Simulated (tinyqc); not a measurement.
Gain against electron density: polytypes and stacking faults of a tetrahedral semiconductor in an axial Ising model with couplings up to third neighbours. Computed by tinyqc, a small Python program. Command: `OMP_NUM_THREADS=1 python tinyqc.py 3020966 3020967 out.jsonl polytype walk`. One thread of a shared host (Intel(R) Xeon(R) Processor @ 2.30GHz), about 0.01 s of CPU time with the checks.

Each double layer has s = +1 or -1 for the sense of its stacking step; E per pair of atoms = E0 - sum_n J_n <s_i s_(i+n)>, n = 1, 2, 3. Hexagonality h = (1 - <s_i s_(i+1)>)/2.

Inputs (values chosen for the exercise, of the order of those of ZnS for J, a, G and the gaps):
```
quantity,value,unit
J1,2.1,meV/pair
J2,-0.0879,meV/pair
J3,0.05,meV/pair
basal lattice constant a,3.82,angstrom
binding energy of the fault level E_b,0.088,eV
in-plane mass m,0.37,m0
effective density of states N_c at 300 K,2.3e+19,1/cm^3
temperature T,700,K
```

Host polytype: 3C.

Constants: 1 eV/angstrom^2 = 16.02176634 J/m^2; m_0 = 9.1093837015e-31 kg; hbar = 1.054571817e-34 J s; k_B = 1.380649e-23 J/K; k_B = 8.617333262e-05 eV/K.

Method. Faults in 3C: the sequences intrinsic (-), extrinsic (--), twin boundary (+ turns to -) are put between perfect repeats; k_n = (layers x C_n of the host) - sum_i s_i s_(i+n). gamma = sum k_n J_n/A, A = (sqrt 3/2) a^2; 1 meV/angstrom^2 = 16.02177 mJ/m^2. The fault binds electrons in a two-dimensional band E_b below the conduction edge, g2 = m m0/(pi hbar^2) for one valley. With the Fermi level held by the bulk, eta = ln[n/N_c(T)], N_c(T) = N_c (T/300)^1.5, the grand potential falls by g2 (k_B T)^2 F1(x), x = eta + E_b/(k_B T), F1(x) = integral from 0 to infinity of ln(1 + exp(x - t)) dt; sheet density g2 k_B T ln(1 + e^x). Band bending by the trapped charge is left out, so the gain is an upper bound.

fault coefficients k_n:
```
,J1,J2,J3
intrinsic,4,4,4
extrinsic,4,8,8
twin boundary,2,4,6
```

energy of the glide fault, intrinsic = 10.4574 mJ/m^2

At T:
```
n (1/cm^3),x,sheet density (1/cm^2),gain (mJ/m^2),gain/gamma,gain/gamma at T + 200 K
1.00e+14,-12.158,4.8916e+07,4.7275e-06,4.5207e-07,3.7067e-07
1.00e+15,-9.855,4.8914e+08,4.7274e-05,4.5207e-06,3.7067e-06
1.00e+16,-7.553,4.8903e+09,4.7269e-04,4.5201e-05,3.7064e-05
1.00e+17,-5.250,4.8788e+10,4.7213e-03,4.5148e-04,3.7043e-04
1.00e+18,-2.948,4.7676e+11,4.6669e-02,4.4628e-03,3.6828e-03
5.00e+18,-1.338,2.1720e+12,2.2245e-01,2.1272e-02,1.7963e-02
2.00e+19,0.048,6.6896e+12,7.7168e-01,7.3793e-02,6.6226e-02
```

What does the comparison show, and why?

For x well below 0 the gain is k_B T times the sheet density and linear in n; for x well above 0 the well fills and the gain grows only about as x^2. It stays below the fault energy in all rows; 200 K more changes it by a factor 0.82 at 1e16.
